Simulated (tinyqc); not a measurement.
# Square on-chip spiral inductor, lumped pi model: what changes with what

Outer diameter do = di + 2 n wd + 2 (n - 1) sp, mean da = (do + di)/2, fill p = (do - di)/(do + di), length l = 4 n da. L = 2.34 mu0 n^2 da/(1 + 2.75 p), mu0 = 4 pi 1e-7 H/m. Rs = rho l/(wd delta (1 - exp(-th/delta))), delta = sqrt(rho/(pi f mu0)). Cs = n wd^2 eps0 eo/hu across the coil. At each end Cox = l wd eps0 eo/(2 ho) leads to the substrate branch Rsi = 2 rs he/(l wd) in parallel with Csi = l wd eps0 11.7/(2 he). With one end grounded Y = 1/(Rs + i w L) + i w Cs + 1/[1/(i w Cox) + 1/(1/Rsi + i w Csi)], w = 2 pi f; Q = -Im Y/Re Y. Eddy currents in neighbouring turns and in the substrate are left out.

Inputs (values chosen for the exercise); values of the order met in silicon radio-frequency processes: number of turns n = 6.5; line width wd = 10 um; space between turns sp = 2 um; inner diameter di = 100 um; metal thickness th = 3.4 um; metal resistivity rho = 3 uohm cm; oxide below the coil ho = 9.4 um; oxide between coil and underpass hu = 0.8 um; relative permittivity of the oxide eo = 4.1; substrate resistivity rs = 10 ohm cm; effective spreading depth in the substrate he = 50 um; frequency f = 2.4 GHz.

Constants: eps0 = 8.8541878128e-12 F/m. Results are converted to the units shown.

Each table varies one quantity; the others keep the values above.

## Quality factor against frequency

Apparent inductance Im(1/Y)/w; share of the loss Re(substrate branch)/Re Y.

Quality factor against frequency:

| f (GHz) | Rs (ohm) | w L/Rs | Q | apparent inductance (nH) | loss in the substrate (%) |
|---|---|---|---|---|---|
| 0.089 | 4.826 | 1.158 | 1.158 | 9.997 | 6.028e-4 |
| 0.15 | 5.079 | 1.855 | 1.852 | 10.00 | 0.003416 |
| 0.24 | 5.380 | 2.802 | 2.793 | 10.02 | 0.01843 |
| 0.39 | 5.790 | 4.230 | 4.194 | 10.06 | 0.1114 |
| 0.63 | 6.331 | 6.249 | 6.091 | 10.17 | 0.6643 |
| 1 | 7.027 | 8.938 | 8.220 | 10.46 | 3.568 |
| 1.7 | 8.119 | 13.15 | 9.163 | 11.41 | 19.99 |
| 2.8 | 9.545 | 18.42 | 5.276 | 14.39 | 57.42 |
| 4.5 | 11.40 | 24.80 | 0.9245 | 18.69 | 84.90 |

Q goes from 1.16 through a maximum of 9.16 (at f = 1.7 GHz among the rows listed) to 0.924; the exact peak is 9.32 at 1.50 GHz and Q reaches zero at the self-resonance, 5.32 GHz. The share of the substrate rises from 6.03e-4 to 84.9 %, and the apparent inductance ends at 1.87 times L. At the peak the substrate takes 13.9 % of the loss.

## Effect of the substrate resistivity

Same model as above.

Peak Q and its frequency from a search over f; self-resonance where Im Y = 0; Q at the given f (negative beyond resonance).

The same in every row: L (nH) = 9.996; do (um) = 252.0.

Effect of the substrate resistivity:

| rs (ohm cm) | peak Q | f of the peak (GHz) | self-resonance (GHz) | Q at f |
|---|---|---|---|---|
| 0.1 | 12.08 | 2.283 | 4.633 | 12.05 |
| 1 | 11.41 | 2.056 | 4.642 | 11.09 |
| 3 | 10.56 | 1.807 | 4.708 | 9.480 |
| 10 | 9.317 | 1.503 | 5.323 | 6.910 |
| 30 | 8.484 | 1.395 | 6.255 | 6.634 |
| 100 | 9.897 | 2.028 | 6.456 | 9.728 |
| 1000 | 14.13 | 2.979 | 6.476 | 13.69 |
| 10000 | 15.05 | 3.160 | 6.477 | 14.29 |

What does the comparison show?

As rs goes from 0.1 to 10000, L stays at 10.0 nH, the peak Q goes from 12.1 through a minimum of 8.48 (at rs = 30 among the rows listed) to 15.1, its frequency goes from 2.28 through a minimum of 1.39 (at rs = 30 among the rows listed) to 3.16 GHz and the self-resonance rises from 4.63 to 6.48 GHz. In this model both a very low and a very high resistivity dissipate little: the first shorts the branch to a pure Cox, the second blocks the current. For rs = 0.1, 1 eddy currents in the substrate, left out, would lower Q markedly.

Numbers from tinyqc (`OMP_NUM_THREADS=1 python tinyqc.py 2302113 2302114 out.jsonl`; about 0.01 s on one thread of a shared Intel Xeon 2.30GHz).
